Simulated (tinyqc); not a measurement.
Leakage currents through a thin dielectric: one step, computed by the program tinyqc. Command: `OMP_NUM_THREADS=1 python tinyqc.py 3020522 3020523 out.jsonl leak walk`. One thread of a shared host (Intel(R) Xeon(R) Processor @ 2.30GHz), about 0.05 s of CPU time with the checks.

Electrons leave an electrode with Fermi energy E_F above its band bottom; barriers are counted from the Fermi level, and both electrodes are alike. They cross the interlayer first.

Problem. Transmission at the Fermi level. Fields: F_i = V/(t_i + t k_i/k), F = F_i k_i/k; equivalent oxide thickness 3.9 (t/k + t_i/k_i). WKB: a layer of mass m, field F and barrier b(x) = b_0 - e F x gives the exponent (4 sqrt(2 m)/(3 hbar e F)) [b_0^(3/2) - max(b_0 - e F t, 0)^(3/2)] for b_0 > 0; b_0 = barrier - (E - E_F), less e F_i t_i for the second layer; the transmission is D(E) = exp(-sum of exponents), without image force.

Inputs (values chosen for the exercise, modelled on SiO2):

| quantity | value | unit |
|---|---|---|
| barrier height phi_B | 3.34 | eV |
| tunnelling mass m | 0.43 | m_0 |
| static permittivity k | 3.99 | - |
| thickness t | 6.6 | nm |
| voltage V | 1 | V |
| interlayer thickness t_i | 0.89 | nm |
| interlayer barrier phi_i | 3.17 | eV |
| interlayer mass m_i | 0.38 | m_0 |
| interlayer permittivity k_i | 3.9 | - |

Stack: dielectric on an interlayer.

Constants: m_0 = 9.1093837015e-31 kg; e = 1.602176634e-19 C; hbar = 1.054571817e-34 J s.

Give: exponent of the interlayer; exponent of the dielectric; transmission D(E_F).

Solution.

exponent of the interlayer = 9.912

exponent of the dielectric = 73.85

transmission D(E_F) = 4.181e-37
